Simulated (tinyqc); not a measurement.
# Off-state leakage of single and stacked transistors: two studies

n-channel devices of unit width. Subthreshold current I(Vg, Vs, Vd) = I0 (T/300 K)^0.5 exp[(Vg - Vs - VT(T) - gb (Vs - Vb) + dd (Vd - Vs))/(nf Vt)] (1 - exp(-(Vd - Vs)/Vt)), VT(T) = VT - cT (T - 300 K). Gate-edge tunnelling Ig (Vd/1 V) exp(ag (Vd - 1 V)), for a gate at 0 V, and band-to-band leakage Ab u exp(-Bb/u), u = Vd - Vb + 1 V, flow at a drain held at V; both are taken as independent of T. In a stack of off transistors (all gates at 0 V) the same subthreshold current passes through each.

Inputs (values chosen for the exercise); values of the order met in bulk silicon logic transistors: temperature T = 330 K; supply voltage V = 0.8 V; threshold at 300 K, zero drain and body bias VT = 0.43 V; fall of the threshold with temperature cT = 1 mV/K; current at threshold at 300 K I0 = 0.26 uA/um; slope factor nf = 1.23; drain-induced lowering per volt dd = 0.14; rise of the threshold per volt of source-body bias gb = 0.19; gate-edge tunnelling current at 1 V Ig = 9e-6 uA/um; exponential slope of the gate current ag = 4.1 1/V; prefactor of band-to-band leakage at the drain Ab = 2 uA/(um V); its exponential voltage Bb = 19 V; body voltage Vb = -0.6 V.

Constants: q = 1.602176634e-19 C, kB = 1.380649e-23 J/K, Vt = kB T/q. Results are converted to the units shown.

Each table varies one quantity; the others keep the values above.

## Subthreshold current against the height of the stack

All n gates at 0 V, bottom source at 0 V, top drain at V; node voltages follow from equal currents.

Results:

| n | I (nA/um) | reduction factor | drain voltage of the bottom device (mV) | source voltage of the top device (mV) | voltage across the top device (V) |
|---|---|---|---|---|---|
| 1 | 0.0027817 | 1.0000 | 800.00 | 0 | 0.80000 |
| 2 | 1.4447e-4 | 19.255 | 77.786 | 77.786 | 0.72221 |
| 4 | 4.3183e-5 | 64.417 | 12.805 | 109.55 | 0.69045 |
| 5 | 3.1759e-5 | 87.587 | 8.9789 | 117.63 | 0.68237 |
| 6 | 2.5083e-5 | 110.90 | 6.9063 | 123.83 | 0.67617 |

Estimate the missing row, n = 3.

Computed row:

| n | I (nA/um) | reduction factor | drain voltage of the bottom device (mV) | source voltage of the top device (mV) | voltage across the top device (V) |
|---|---|---|---|---|---|
| 3 | 6.7012e-5 | 41.511 | 22.197 | 97.989 | 0.70201 |

With this row back in the table: The second transistor cuts the current by a factor of 19.3, the third by a further 2.16 and the sixth by 1.27. The top device keeps 84.5 % of the supply at n = 6, while the drain voltage of the bottom one falls to 0.243 Vt.

## Leakage components against the body voltage

Same model as above.

One transistor with Vg = Vs = 0, Vd = V; stack factor I(one)/I(two in series).

The same in every row: gate edge (nA/um) = 0.0031711; stack factor = 19.255.

Leakage components against the body voltage:

| Vb (V) | subthreshold (nA/um) | band-to-band (nA/um) | total (nA/um) | largest part |
|---|---|---|---|---|
| 0.2 | 0.21458 | 0.022279 | 0.24003 | subthreshold |
| 0 | 0.072406 | 0.093774 | 0.16935 | band-to-band |
| -0.2 | 0.024432 | 0.29941 | 0.32701 | band-to-band |
| -0.4 | 0.0082439 | 0.78114 | 0.79255 | band-to-band |
| -0.6 | 0.0027817 | 1.7502 | 1.7561 | band-to-band |
| -0.8 | 9.3863e-4 | 3.4859 | 3.4900 | band-to-band |
| -1 | 3.1672e-4 | 6.3269 | 6.3304 | band-to-band |
| -1.2 | 1.0687e-4 | 10.657 | 10.660 | band-to-band |
| -1.4 | 3.6061e-5 | 16.887 | 16.890 | band-to-band |

As Vb goes from 0.2 to -1.4, the total leakage goes from 0.240 through a minimum of 0.169 (at Vb = 0 among the rows listed) to 16.9 nA/um. The subthreshold part leads at Vb = 0.2, the band-to-band part from 0 on. The exact minimum lies at Vb = 0.0390 V: reverse body bias lowers the subthreshold part by a decade every nf Vt ln 10/gb = 0.424 V but raises the band-to-band part. The reduction by a stack of two stays at 19.3, for the subthreshold part alone. For Vb = 0.2 the body is forward biased; the junction current, left out, is still small at this voltage.

tinyqc, about 0.03 s, one thread, Intel Xeon 2.30GHz (shared host): `OMP_NUM_THREADS=1 python tinyqc.py 2242096 2242097 out.jsonl`
